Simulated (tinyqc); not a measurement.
Errors against cell size: correction of a charged-defect supercell by a model charge and potential alignment (plane-averaged potentials). Computed by tinyqc, a small Python program. Command: `OMP_NUM_THREADS=1 python tinyqc.py 3111661 3111662 out.jsonl align walk`. One thread of a shared host (Intel(R) Xeon(R) Processor @ 2.30GHz), about 0.01 s of CPU time with the checks.

The "true" defect charge is (1 - x) q in a Gaussian of width sigma plus x q in one of width sigma_t, so the exact answer is known; the correction sees only a single model Gaussian of width sigma_m. A Gaussian of width s has the transform rho(G) = exp(-G^2 s^2/2), normalised to 1. A uniform background cancels q, so G = 0 is left out. Potentials are those felt by a unit positive charge. E_0 is the formation energy of the isolated defect, E_cell its value in the supercell, E_lat = E_iso - E_per of the model charge, C the true less the model potential far from the defect; the exact correction is E_0 - E_cell, and the error of a scheme is E_cell plus its correction less E_0.

Inputs (values chosen for the exercise, with screening close to that of Al2O3):
```
quantity                               value      unit
defect charge q                            1         e
dielectric constant eps                 8.94         -
edge of the cubic cell L                10.4  angstrom
width sigma of the true defect charge   0.83  angstrom
width sigma_m of the model charge       0.74  angstrom
share x of the charge in a wide tail    0.14         -
width sigma_t of the tail                1.7  angstrom
```

Constants: e^2/(4 pi eps_0) = 14.39964548 eV angstrom.

Method:
- Periodic energy E_per = (2 pi q^2/(eps L^3)) (e^2/(4 pi eps_0)) sum_(G != 0) rho(G)^2/G^2, G = (2 pi/L)(n1, n2, n3), |n_i| <= 16. Isolated energy: two Gaussians of charges q_a, q_b and widths a, b interact by q_a q_b (e^2/(4 pi eps_0 eps)) sqrt(2/pi)/sqrt(a^2 + b^2), and the self-energy is half the sum over pairs.
- Plane-averaged potential at distance z from the defect: V(z) = (4 pi q/(eps L^3)) (e^2/(4 pi eps_0 e)) sum_(m != 0) rho(G_m) cos(G_m z)/G_m^2, G_m = 2 pi m/L, |m| <= 40.
- Schemes: none; point-charge term alpha q^2 e^2/(4 pi eps_0 eps 2 L), alpha = 2.837297; E_lat of the model; E_lat - q C with C at z = L/2.

Error against E_0 (meV):
```
L (angstrom)     none  point charge  model charge  model and alignment
7.28          -287.77        26.101        11.738              0.99795
8.84          -243.88        14.604         6.582              0.17756
10.40         -210.74         8.970         4.044              0.02747
12.50         -177.63         5.166         2.329              0.00176
15.60         -143.82         2.658         1.198              0.00002
```

What does the comparison show, and why?

Between the last two rows the uncorrected error scales as L^-0.95 and the point-charge remainder as L^-3.00. With alignment the error is +1.0 meV in the smallest cell and 0.00 meV in the largest.

Extremes, crossings and ranges named in words are read from the listed rows.
